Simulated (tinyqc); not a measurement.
Ratio and sensitivities against delay: time-domain thermoreflectance: layered heat flow under a modulated pulse train, and what the signal ratio measures. Computed by tinyqc, a small Python program. Command: `OMP_NUM_THREADS=1 python tinyqc.py 3111169 3111170 out.jsonl tdtr walk`. One thread of a shared host (Intel(R) Xeon(R) Processor @ 2.30GHz), about 0.1 s of CPU time with the checks.

Pulses repeat at 80 MHz; heat is laid down at the surface, all layers are isotropic.

Inputs (values chosen for the exercise, modelled on aluminium on germanium):

| quantity | value | unit |
|---|---|---|
| metal thickness d | 75 | nm |
| metal conductivity | 160 | W/(m K) |
| metal heat capacity | 2.42 | MJ/(m^3 K) |
| boundary conductance G under the metal | 110 | MW/(m^2 K) |
| substrate conductivity kappa | 62.3 | W/(m K) |
| substrate heat capacity C | 1.72 | MJ/(m^3 K) |
| modulation frequency f | 1 | MHz |
| spot radius w (1/e^2, pump and probe) | 11 | micrometre |

Stack: metal, substrate.

Method:
- For radial wave number k and angular frequency W each layer has u = sqrt(4 pi^2 k^2 + i W C/kappa) and gamma = kappa u. Surface impedance from below: Z = 1/gamma for the substrate; a layer of thickness L maps Z to (Z + tanh(u L)/gamma)/(1 + gamma Z tanh(u L)); a boundary adds 1/G.
- Response per absorbed watt H(W) = 2 pi int_0^(2/w) Z(k, W) exp(-pi^2 k^2 w^2) k dk by 20 Gauss-Legendre points.
- Signal: X + iY = sum_(m = -M..M) H(2 pi (f + m f_r)) exp(i 2 pi m f_r t) exp(-pi (m/M)^2 x 4), f_r = 80 MHz, M = 4000, with H(-W) the complex conjugate of H(W); V_in = X, V_out = Y, ratio = -V_in/V_out.
- Sensitivity S = ln(ratio'/ratio)/ln(1.01) for a rise of one input by 1 %.

Ratio and sensitivities:

| t (ps) | ratio | S to kappa | S to G | S to d | S to C | S to w |
|---|---|---|---|---|---|---|
| 100 | 3.5992 | 0.49220 | -0.03514 | -0.68405 | 0.25403 | -0.27948 |
| 200 | 3.4519 | 0.48493 | -0.06913 | -0.63594 | 0.24608 | -0.27955 |
| 400 | 3.1963 | 0.46937 | -0.12559 | -0.54766 | 0.22908 | -0.27980 |
| 800 | 2.7921 | 0.43702 | -0.20805 | -0.39830 | 0.19366 | -0.28074 |
| 1500 | 2.2995 | 0.38235 | -0.28913 | -0.20343 | 0.13319 | -0.28335 |
| 2500 | 1.8619 | 0.31588 | -0.32263 | -0.03085 | 0.05839 | -0.28820 |
| 4000 | 1.4929 | 0.24629 | -0.29149 | 0.08506 | -0.02258 | -0.29613 |

What does the comparison show, and why?

The largest sensitivity in size at 100 ps is to d (-0.68). At 400 ps an error of 3 % in d passes on as 4 % in kappa.

Extremes, crossings and ranges named in words are read from the listed rows.
